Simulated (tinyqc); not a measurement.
X-ray reflectivity of a thin film on silicon: critical angles, Parratt recursion, fringes and roughness: one step, computed by the program tinyqc. Command: `OMP_NUM_THREADS=1 python tinyqc.py 3120220 3120221 out.jsonl xrr walk`. One thread of a shared host (Intel(R) Xeon(R) Processor @ 2.30GHz), about 0.01 s of CPU time with the checks.

n = 1 - delta + i beta; the classical electron radius is r_e = 2.8179403e-6 nm. Layer 0 is vacuum, 1 the film, 2 the substrate.

Problem. Optical constants. delta = r_e lambda^2 rho_e/(2 pi), rho_e = density x electrons per mass x N_A; critical angle sqrt(2 delta), q_c = 4 sqrt(pi r_e rho_e).

Inputs (values chosen for the exercise, modelled on Si3N4 on silicon, copper K-alpha radiation): wavelength lambda = 0.15406 nm; film density rho = 2.76 g/cm^3; effective electrons per unit mass, film = 0.502 mol/g; beta/delta, film = 0.017; substrate density = 2.33 g/cm^3; effective electrons per unit mass, substrate = 0.507 mol/g; beta/delta, substrate = 0.023.

Constants: N_A = 6.02214076e+23 1/mol.

Give: the table «Constants» with the columns rho_e (1/nm^3), delta, beta, critical angle (degrees), q_c (1/nm), for layer = film, substrate.

Solution.

Constants:
```
layer      rho_e (1/nm^3)      delta       beta  critical angle (degrees)  q_c (1/nm)
film                834.4  8.882e-06  1.510e-07                    0.2415      0.3438
substrate           711.4  7.573e-06  1.742e-07                    0.2230      0.3174
```
